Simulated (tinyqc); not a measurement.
Phonon polaritons: single-oscillator infrared dielectric function of a polar cubic crystal. Computed by tinyqc, a small Python program. Command: `OMP_NUM_THREADS=1 python tinyqc.py 3028212 3028213 out.jsonl infrared walk`. One thread of a shared host (Intel(R) Xeon(R) Processor @ 2.30GHz), about 0.01 s of CPU time with the checks.

One ion pair, charges +Z* and -Z*, in a cell of volume Omega = a^3/4. Frequencies omega are given as wavenumbers (1/cm); eps_s is the static dielectric constant.

Inputs (values chosen for the exercise, for a model crystal):
```
quantity            value      unit
lattice constant a      5  angstrom
mass M_A             12.8         u
mass M_B             12.3         u
omega_TO              318      1/cm
Born charge Z*       2.73         e
eps_inf               8.5         -
```

Structure: rock salt. Free carriers: absent.

Constants: nu for 1 eV/(angstrom^2 u) = 15.6333042 THz; 1 THz = 33.35640952 1/cm; e^2/(4 pi eps_0) = 14.39964548 eV angstrom.

Method. mu = M_A M_B/(M_A + M_B); ionic plasma term W^2 = 4 pi Z*^2 (e^2/(4 pi eps_0))/(Omega mu) in eV/(angstrom^2 u), turned into 1/cm by W = 15.6333042 x 33.35640952 x sqrt(W^2); omega_LO^2 = omega_TO^2 + W^2/eps_inf; eps_s = eps_inf + W^2/omega_TO^2; Szigeti charge 3 Z*/(eps_inf + 2); longitudinal (Callen) charge Z*/eps_inf. Transverse waves without damping obey Q^2 = omega^2 eps(omega), Q = wave vector/(2 pi) in 1/cm: eps_inf omega^4 - (eps_inf omega_LO^2 + Q^2) omega^2 + Q^2 omega_TO^2 = 0.

eps_s = 27.0013

omega_LO = 566.774 1/cm

Branches (1/cm):
```
Q      lower branch  upper branch  Q/sqrt(eps_s)  Q/sqrt(eps_inf)
170           32.60         568.8           32.7             58.3
500           93.26         584.8           96.2            171.5
990          169.06         638.7          190.5            339.6
1700         238.52         777.4          327.2            583.1
2500         275.35         990.3          481.1            857.5
4100         300.93        1486.0          789.0           1406.3
8300         313.72        2885.7         1597.3           2846.9
17000        316.97        5849.9         3271.6           5831.0
```

The lower branch starts as light slowed by sqrt(eps_s) (0.996 of that line) and ends at 0.997 omega_TO; the upper starts at 1.004 omega_LO and ends at 1.003 of the light line with eps_inf. No branch lies between omega_TO and omega_LO.
